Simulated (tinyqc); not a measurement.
Binary melting diagram from solution models of liquid and solid: one step, computed by the program tinyqc. Command: `OMP_NUM_THREADS=1 python tinyqc.py 3020002 3020003 out.jsonl melt walk`. One thread of a shared host (Intel(R) Xeon(R) Processor @ 2.30GHz), about 0.01 s of CPU time with the checks.

x is the fraction of B. In a phase with interaction L: mu_A = G_A + R T ln(1 - x) + L x^2, mu_B = G_B + R T ln x + L (1 - x)^2. Melting: G(liquid) - G(solid) = H (1 - T/T_m) for each pure component.

Problem. Tie line by Newton steps. Equal potentials: F_A = dG_A + R T ln[(1 - xl)/(1 - xs)] + L_L xl^2 - L_S xs^2 = 0, F_B = dG_B + R T ln(xl/xs) + L_L (1 - xl)^2 - L_S (1 - xs)^2 = 0. Newton steps from the ideal values with the exact Jacobian, halved if x would leave (0, 1); stop below 1e-12, residuals under 1e-7 shown as 0.

Inputs (values chosen for the exercise, modelled on Si-Ge):
```
quantity                value    unit
melting point T_A        1687       K
melting point T_B        1211       K
heat of melting H_A      49.7  kJ/mol
heat of melting H_B      37.4  kJ/mol
liquid interaction L_L    6.5  kJ/mol
solid interaction L_S     3.1  kJ/mol
```

Diagram: complete solid solution (lens).

T = 1501.36 K

Constants: R = 8.314462618 J/(mol K).

Give: Iteration; liquidus xl; solidus xs.

Solution.

Iteration:
```
step      xl      xs  F_A (kJ/mol)  F_B (kJ/mol)
1     0.5176  0.2523     1.544e+00    -2.201e-01
2     0.6296  0.2920    -3.046e-01    -3.947e-02
3     0.6129  0.2845    -9.865e-03     1.417e-03
4     0.6124  0.2843    -8.948e-06    -6.828e-07
5     0.6124  0.2843             0             0
```

liquidus xl = 0.6124

solidus xs = 0.2843
